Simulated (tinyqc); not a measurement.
Peak against initial coverage: adsorption as a lattice gas: isotherms with interactions, competition, desorption peaks and saturation dose. Computed by tinyqc, a small Python program. Command: `OMP_NUM_THREADS=1 python tinyqc.py 3005252 3005253 out.jsonl adsorb walk`. One thread of a shared host (Intel(R) Xeon(R) Processor @ 2.30GHz), about 0.1 s of CPU time with the checks.

One adsorbate per site; a molecule needs 1 empty site. Gas and surface have the same temperature.

Inputs (values chosen for the exercise, for a model surface):

| quantity | value | unit |
|---|---|---|
| desorption energy E | 1.04 | eV |
| prefactor nu | 7.6e+12 | 1/s |
| pair energy w (positive repels) | 0.061 | eV |
| neighbours z | 3 | - |
| heating rate beta | 17 | K/s |

Adsorption: molecular (first order).

Constants: k_B = 8.617333262e-05 eV/K.

Method. Heating at the rate beta: d theta/dT = -(nu/beta) theta^1 exp(-[E - z w theta]/(k_B T)). Integrated numerically (relative tolerance 1e-9); T_p is the maximum of the rate.

Peak temperatures (K):

| theta_0 | w = 0 | with w |
|---|---|---|
| 0.1 | 409.69 | 404.27 |
| 0.3 | 409.69 | 393.11 |
| 0.5 | 409.69 | 381.50 |
| 0.7 | 409.69 | 369.46 |
| 0.9 | 409.69 | 357.00 |

What follows from these numbers?

Without interaction the peak does not move; with w it moves by -47.3 K, so repulsion in first order mimics second-order kinetics.

Extremes, crossings and ranges named in words are read from the listed rows.
